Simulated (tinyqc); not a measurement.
Precursor delivery by bubblers, mass-transport growth and the solid composition of a III-V alloy: one step, computed by the program tinyqc.

1 sccm = 44.615 micromol/min; 1 torr = 133.322 Pa. The sources decompose fully at the surface.

Problem. Solid composition. A sticks fully. B desorbs: its surface pressure is p_B* = x gamma_B K/sqrt(p_V), ln gamma_B = L0 (1 - x)^2/(R T), K = 10^(log10 K at 1000 K) exp[-(H/R)(1/T - 1/1000)], p_V in torr. With equal diffusivities x = (p_2 - p_B*)/(p_1 + p_2 - p_B*). Growth rate = rate per torr x p_1/(1 - x).

Inputs (values chosen for the exercise, modelled on triethylgallium (source 1) and trimethylindium (source 2) for the vapour pressures):
```
quantity                                                                                                  value        unit
bath temperature T1                                                                                         285           K
bath temperature T2                                                                                         307           K
growth temperature T                                                                                       1060           K
flow cross-section A                                                                                         61        cm^2
interaction L0 of the solid                                                                                 8.1      kJ/mol
log10 of p_B,eq over pure BC at 1000 K and 1 torr of group V (exaggerated: liquid indium has about -4.1)   -1.9  log10 torr
enthalpy of that equilibrium H                                                                              264      kJ/mol
```

Alloy: mixing on the group-III sites, with desorption of B.

p_V = 0.3648 torr

vapour fraction of source 2 = 0.9276542

p_1 = 1.794127e-04 torr

p_2 = 0.002300521 torr

growth rate per torr of group III = 237.1259 micrometre/(h torr)

Constants: R = 8.314462618 J/(mol K).

Give: K/sqrt(p_V); solid fraction x; share of B incorporated, 1 - p_B*/p_2; growth rate.

Solution.

K/sqrt(p_V) = 0.1258 torr

solid fraction x = 0.007392

share of B incorporated, 1 - p_B*/p_2 = 5.808e-04

growth rate = 0.04286 micrometre/h

Only 0 % of the B supplied is built in; more group V or a lower T would raise it. Caution: the boundary layer is a quarter or more of the root of the cross-section, so it fills much of the channel and depletion along the flow matters.
